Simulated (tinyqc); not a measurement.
Epitaxial growth on a vicinal surface: Burton-Cabrera-Frank step flow, step-edge barrier and island nucleation: one step, computed by the program tinyqc.

Adatoms land at rate F, hop on a square grid (a simplification for hexagonal faces), desorb, or join steps. Lengths are in units of a and n is the adatom coverage. Steps ascend at x = 0 and descend at x = l.

Problem. Step flow or islands. Island density on a flat surface without desorption: N = 0.25 (F/D)^(i/(i+2)) exp(E_i/((i+2) k_B T)) per site, with E_i = 0 for i = 1; spacing l_n = N^(-1/2). Step flow needs an effective width l_eff = 2 x(peak) below l_n. Temperatures in kelvin are T(C) + 273.15.

Inputs (values chosen for the exercise, close to those used for GaAs(001)):
```
quantity                                    value      unit
deposition rate F                           0.031  layers/s
temperature T                                 640         C
critical nucleus size i                         2         -
binding energy of the critical nucleus E_i   0.95        eV
```

D = 456645.8 a^2/s

position of the peak = 11.87558 a

Constants: k_B = 8.617333262e-05 eV/K.

Give: island density N on a flat surface; island spacing l_n; ratio l_eff/l_n.

Solution.

island density N on a flat surface = 0.0013324 per site

island spacing l_n = 27.396 a

ratio l_eff/l_n = 0.86695

The growth lies near the transition between step flow and nucleation. Caution: the prefactor 0.25 and the criterion are estimates, good to a factor of about two in length.
